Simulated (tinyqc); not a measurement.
MOSFET in the linear regime without short-channel effects, parameter extraction from computed curves: extraction methods against the temperature.

Inversion charge Q = Cox n Vt W0(exp((Vg - VT)/(n Vt))), W0 the Lambert function and n = nf; u = Q/Cox; mobility mu = mu0/(1 + th1 u + th2 u^2); channel resistance Rch = (L - dL)/(W mu Q); Id = Vd/(Rch + Rsd/W). Cox = eps0 eox/tox. Small Vd, no channel-length or drain effects.

From the continuous curve Id(Vg): tangent at peak gm (V_ext = Vg - Id/gm); constant current Id = 0.1 uA W/L; peak of d2Id/dVg2; Y = Id/sqrt(gm) drawn through Vg = VT + 0.6 and VT + 0.8 V, with intercept VT_Y and slope s. Mobilities gm,max L/(W Cox Vd) and s^2 L/(W Cox Vd) with the drawn L. Last column: share of Rsd/W in the total resistance at VT + 0.8 V.

Inputs (values chosen for the exercise); channel values of the order met in silicon transistors:
```
symbol  value        unit                                                                 meaning
eox      7.56              relative permittivity of the gate insulator (close to silicon nitride)
tox       7.8          nm                                                     insulator thickness
mu0       170  cm^2/(V s)                                                      low-field mobility
th1      0.22         1/V                                       first mobility attenuation factor
th2         0       1/V^2                                      second mobility attenuation factor
VT       0.27           V                                                       threshold voltage
nf       1.27                                                                         body factor
W         0.5          um                                                              gate width
L         0.2          um                                                       drawn gate length
dL      0.013          um                                             drawn less effective length
Rsd       210      ohm um                                            source plus drain resistance
Vd      0.025           V                                                           drain voltage
```

Constants: q = 1.602176634e-19 C, kB = 1.380649e-23 J/K, Vt = kB T/q, eps0 = 8.8541878128e-14 F/cm where lengths are in cm. Results are converted to the units shown.

Results:
```
T (K)	V_ext (V)	constant current (V)	second derivative (V)	VT_Y (V)	mobility from gm (cm^2/(V s))	mobility from Y (cm^2/(V s))	series share (%)
77	0.278	0.305	0.268	0.294	156	177	9.66
110	0.280	0.305	0.268	0.300	151	175	9.54
150	0.280	0.303	0.266	0.305	147	173	9.42
220	0.280	0.298	0.264	0.311	140	168	9.22
300	0.279	0.288	0.261	0.315	135	164	9.04
450	0.272	0.264	0.255	0.315	126	154	8.75
```

Estimate the missing row, T = 370 K.

Computed row:
```
T (K)	V_ext (V)	constant current (V)	second derivative (V)	VT_Y (V)	mobility from gm (cm^2/(V s))	mobility from Y (cm^2/(V s))	series share (%)
370	0.276	0.278	0.259	0.316	131	159	8.89
```

With this row back in the table: The model has VT = 0.27 V and mu0 = 170 cm^2/(V s). Over the table the extracted thresholds move by 8.3 mV (tangent), 41 mV (constant current), 13 mV (second derivative), 22 mV (Y function). The mobility from gm falls from 156 to 126 and that from Y falls from 177 to 154 cm^2/(V s).

Numbers from tinyqc (`OMP_NUM_THREADS=1 python tinyqc.py 2210054 2210055 out.jsonl`; about 0.01 s on one thread of a shared Intel Xeon 2.30GHz).
